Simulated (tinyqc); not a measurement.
Read current of a NAND string, cells in series solved by shooting: one step of the calculation.

Cells in series, numbered from 0 at the source line (0 V) to the bit line, each followed by a gap resistance Rg. A cell with gate Vg, threshold VT, source Vs and drain Vd passes I = 2 nf K Vt^2 [F(Vs) - F(Vd)]/(1 + th max(Vg - VT, 0)), F(V) = ln^2(1 + exp((Vg - VT - nf V)/(2 nf Vt))). The selected cell has Vg = Vr, the others Vg = Vp.

Question. Node voltages for a trial current. For a trial current I start at 0 V and, cell by cell (the selected one is cell 5), solve for the drain: sqrt(F(Vd)) = sqrt(F(Vs) - I/k), k = 2 nf K Vt^2/(1 + th max(Vg - VT, 0)), Vd = [Vg - VT - 2 nf Vt ln(exp(sqrt F) - 1)]/nf, then add I Rg.

Values chosen for this exercise; values of the order met in vertical NAND strings: temperature T = 358 K; gain factor of a cell K = 29 uA/V^2; slope factor nf = 1.2; mobility reduction factor th = 0.14 1/V; resistance of the gap between cells Rg = 7.9 kohm; bit-line voltage Vbl = 0.7 V; pass voltage Vp = 7.2 V; read voltage on the selected word line Vr = 2.62 V.

Constants: q = 1.602176634e-19 C, kB = 1.380649e-23 J/K, Vt = kB T/q. Results are converted to the units shown.

first trial current = 2.3 uA
thresholds from the source end, cell 0 to 5 (V): 3.5  -2  3.5  3.5  3.5  1.2

Wanted: node voltage after each cell and gap, trial 1.

Answer.

node voltage after each cell and gap, trial 1, cell 0 to 5 (V): 0.050882  0.088934  0.14080  0.19326  0.24636  0.35330

Computed by the program tinyqc: `OMP_NUM_THREADS=1 python tinyqc.py 2142035 2142036 out.jsonl`, one thread of a shared Intel Xeon 2.30GHz, about 0.7 s for the whole run.
